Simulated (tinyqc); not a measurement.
Biaxially strained (001) channel, valley splitting in an inversion layer: one step of the calculation.

A thin layer grown on a relaxed buffer is stretched in the plane. The two valleys with their long axis along the growth direction (D2) sink against the four in-plane ones (D4); confinement in a triangular well splits them too. Only the lowest subband of each set is kept; one relaxation time, so the weakening of intervalley scattering is left out.

Question. Subband edges and densities of states. Levels E(m) = 2.33811 (hbar^2 q^2 F^2/(2 m))^(1/3): E2 = E(ml), E4 = E(mt) + D; N2 = 2 mt kB T/(pi hbar^2), N4 = 4 sqrt(mt ml) kB T/(pi hbar^2).

Inputs (values chosen for the exercise); values close to those of silicon on relaxed silicon-germanium: temperature T = 350 K; germanium share of the relaxed buffer x = 0.16; lattice mismatch per unit x b1 = 0.0418; elastic constant c11 = 164 GPa; elastic constant c12 = 62.4 GPa; shear deformation potential Xu = 8.99 eV; longitudinal mass ml = 0.917 m0; transverse mass mt = 0.184 m0; confining field F = 0.31 MV/cm.

Constants: q = 1.602176634e-19 C, kB = 1.380649e-23 J/K, hbar = 1.054571817e-34 J s, m0 = 9.1093837015e-31 kg, hbar^2/(2 m0) = 0.0380998212 eV nm^2. Results are converted to the units shown.

D = 105.87887 meV

Give: E2; E4; N2; N4.

Answer.

E2 = 0.079914 eV
E4 = 0.24238 eV
N2 = 4.6365e12 cm^-2
N4 = 2.0701e13 cm^-2

Of the gap E4 - E2 = 162 meV, confinement gives 56.6 meV.

tinyqc, about 0.01 s, one thread, Intel Xeon 2.30GHz (shared host): `OMP_NUM_THREADS=1 python tinyqc.py 2530130 2530131 out.jsonl`
